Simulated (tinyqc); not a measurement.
Thermal RC ladder, step response: two steps of the calculation.

A ladder of 2 nodes: R_i joins node i to node i + 1, the last R to the ambient; C_i is the heat capacity of node i; theta is the rise above ambient, zero at t = 0. d theta/dt = -A theta + b with b = (Pw/C_1, 0, ...), times in ms.

Parameters, values chosen for the exercise:
```
symbol,value,unit,meaning
R,"[0.77, 0.54]",K/W,"resistances, junction to ambient"
C,"[0.47, 5.4]",mJ/K,heat capacities of the nodes
Pw,3.6,W,power at node 1 from t = 0
dt,0.34,ms,time step
```

Question 1. The rate matrix. A = C^(-1) K, K_ii = 1/R_(i-1) + 1/R_i (no first term for node 1), K_(i,i+1) = K_(i+1,i) = -1/R_i.

Find: A.

Answer 1.

A (1/ms):
```
        node 1  node 2
node 1   2.763  -2.763
node 2  -0.241   0.583
```

Question 2. One time step. Explicit Euler: theta(new) = theta + dt (b - A theta).

A (1/ms):
```
            node 1      node 2
node 1   2.7631943  -2.7631943
node 2  -0.2405002   0.5834358
```

theta after step 2 (K): node 1 2.7618491, node 2 0.2129502

Find: theta after step 3.

Answer 2.

theta after step 3 (K): node 1 2.971, node 2 0.397

Program tinyqc, `OMP_NUM_THREADS=1 python tinyqc.py 2520060 2520061 out.jsonl`; Intel Xeon 2.30GHz, shared host, one thread, about 0.01 s.
